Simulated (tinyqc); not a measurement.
Conductance of a narrow metal strip with scatterers (square lattice, Green functions): sweeps and comparisons. A value that a table varies takes the place of the one given here.

A strip of W sites across with hard walls, site energy 0 and hopping -t. Mode n = 1 to W has profile chi_n(j) = sqrt(2/(W + 1)) sin(n j pi/(W + 1)) and energy en = -2t cos(n pi/(W + 1)); E = en - 2t cos(kn a). With z_n = exp(i kn a) (Im k > 0 for closed modes, |z| < 1) each lead gives the self-energy -t z_n in mode n. One column carries the site energies v, here one foreign atom. In the mode basis V_nm = sum_j chi_n(j) v_j chi_m(j), G = (E - en + 2 t z_n - V)^-1, and t_nm = 2t sqrt(sin(kn a) sin(km a)) G_nm in size for open modes. T = sum |t_nm|^2, conductance (2e^2/h) T.

Constants: e^2/h = 3.874045865e-05 S.

Inputs chosen for the exercise (hopping and spacing of the size met in Cu or Al; the lattice is a model; the results hold for these values, not for the real material): t = 1.9 eV (hopping); W = 3 (sites across); v = (0, -5.3, 0) eV (site energies in the scattering column); a = 2.83 angstrom (spacing); E = -3.01 eV (Fermi energy).

## Conductance steps with and without the scatterer

E is varied across the lower half of the band.

Against energy:
```
E/t    E (eV)  open modes       T  reflected
-3.30  -6.270           1  0.0937     0.9063
-2.95  -5.605           1  0.2571     0.7429
-2.65  -5.035           1  0.3181     0.6819
-2.30  -4.370           1  0.3369     0.6631
-1.95  -3.705           2  1.3093     0.6907
-1.65  -3.135           2  1.2442     0.7558
-1.30  -2.470           2  1.1055     0.8945
-0.95  -1.805           2  1.0215     0.9785
-0.65  -1.235           2  1.8402     0.1598
-0.30  -0.570           3  2.1721     0.8279
0.05    0.095           3  2.2037     0.7963
```

The clean strip goes from 1 to 3 open modes. The reflected flux ranges from 0.160 (E/t = -0.65) to 0.979 (E/t = -0.95). A scatterer on one site acts on one combination of modes only, so it can reflect at most one unit.

## The same scatterer in wider strips

Width (W + 1) a; the strength is the entry of v largest in size. The foreign atom sits at site W/2 + 1, rounded down. Added resistance (1/T - 1/M)/(2 e^2/h), M the number of open modes.

Against width:
```
W   width (angstrom)   M        T     T/M  added resistance (ohm)
3               11.3   2   1.2237  0.6118                  4094.2
4               14.2   2   1.0570  0.5285                  5756.6
5               17.0   3   2.2181  0.7394                  1516.5
6               19.8   3   2.5116  0.8372                   836.7
8               25.5   5   4.1270  0.8254                   546.0
10              31.1   6   5.1572  0.8595                   351.5
14              42.5   8   7.1380  0.8923                   194.8
20              59.4  11  10.0003  0.9091                   117.3
```

The added resistance is 4094 ohm at W = 3 and 117.3 at W = 20; from W = 10 to 20 it changes by a factor 0.33, where 1/M gives 0.55 and 1/M^2 gives 0.30. A point scatterer removes at most one unit of M (here 0.49 to 1.00), so its resistance is at most 1/(M (M - 1)) in units of h/2e^2, without bound for M = 1, with jumps where modes open or where the site sits near a node of the open modes; the largest value is at W = 4 (5757 ohm).

## What each change does

Open modes M, T and the added resistance (1/T - 1/M)/(2 e^2/h). Each row changes one parameter from the base and keeps the others.

Results:
```
case                  M       T  added resistance (ohm)
base                  2  1.2237                    4094
t = 1.976 eV          2  1.2393                    3961
E = -2.86 eV          2  1.1956                    4342
v = (0, -6.89, 0) eV  2  1.0411                    5944
```

The largest shifts from the base row, up to three for each result and ties (the steps differ in size, so this ranks the rows, not the parameters). M: unchanged at the printed digits by t, E and v. T: v -0.1826, E -0.0281, t +0.0157. added resistance (ohm): v +1850, E +248, t -133.

Program tinyqc; command `OMP_NUM_THREADS=1 python tinyqc.py 1481552 1481553 out.jsonl`; about 0.01 s on one thread of a shared Intel(R) Xeon(R) Processor @ 2.30GHz.
